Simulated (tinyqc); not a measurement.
Tunnel rates from the two plateau currents.

Question. With only the 0-1 transition of a spin-degenerate level in the bias window, I = 2 q G_in G_out/(2 G_in + G_out). Find GL and GR.

Constants: q = 1.602176634e-19 C. Results are converted to the units shown.

sizes of the plateau currents for electrons entering from the left and from the right (pA): [32.608176, 59.694000]

Answer. q/I(left) = 1/GR + 1/(2 GL) and q/I(right) = 1/GL + 1/(2 GR) are linear in 1/GL and 1/GR.

GL = 3.30 1/ns
GR = 0.210 1/ns

Numbers from tinyqc (`OMP_NUM_THREADS=1 python tinyqc.py 2780023 2780024 out.jsonl`; about 0.01 s on one thread of a shared Intel Xeon 2.30GHz).
